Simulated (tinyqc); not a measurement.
Free and trapped electrons in a MOS channel with a dense trap tail: one step of the calculation.

p-type body, charge-sheet picture, full ionisation (an idealisation for deep acceptors), Boltzmann statistics for free electrons. e = Ec - EF at the surface. Acceptor-like traps of density D(E) = D0 + De exp(-E/Ew) at depth E below Ec, from 0 to Eu, hold n_t = integral of D(E)/(1 + exp((e - E)/Vt)). psi = Eg - Vt ln(Nv/Na) - e; N_dep = sqrt(2 eps0 eps_r Na (psi - Vt)/q); n_f = sqrt(N_dep^2 + 2 eps0 eps_r Vt Nc exp(-e/Vt)/q) - N_dep; Vg = Vfb + psi + q (N_dep + n_t + n_f)/Cox, Cox = eps0 eox/tox.

Question. Charges and gate voltage. psi, N_dep, n_f and Vg as defined, with the n_t given; free share n_f/(n_f + n_t); apparent mobility mf n_f/(n_f + n_t); gate voltage spent on traps q n_t/Cox.

Parameters, values chosen for the exercise; band and dielectric values close to those of 4H silicon carbide: temperature T = 300 K; band gap Eg = 3.21 eV; relative permittivity eps_r = 9.8; conduction-band density of states at T Nc = 1.68e19 cm^-3; valence-band density of states at T Nv = 2.52e19 cm^-3; relative permittivity of the insulator eox = 3.9; insulator thickness tox = 41 nm; acceptor density Na = 4.5e16 cm^-3; flat-band voltage without trapped charge Vfb = -2.25 V; mobility of free electrons mf = 170 cm^2/(V s); Ec - EF at the surface e = 0.106 eV.

Constants: q = 1.602176634e-19 C, kB = 1.380649e-23 J/K, Vt = kB T/q, eps0 = 8.8541878128e-14 F/cm where lengths are in cm. Results are converted to the units shown.

n_t = 1.1738438e12 cm^-2

Find: psi; N_dep; n_f; Vg; free share; apparent mobility; gate voltage spent on traps.

Answer.

psi = 2.9404 V
N_dep = 1.1919e12 cm^-2
n_f = 3.2260e10 cm^-2
Vg = 5.2522 V
free share = 2.6748 %
apparent mobility = 4.5471 cm^2/(V s)
gate voltage spent on traps = 2.2330 V

Program tinyqc, `OMP_NUM_THREADS=1 python tinyqc.py 2222214 2222215 out.jsonl`; Intel Xeon 2.30GHz, shared host, one thread, about 0.02 s.
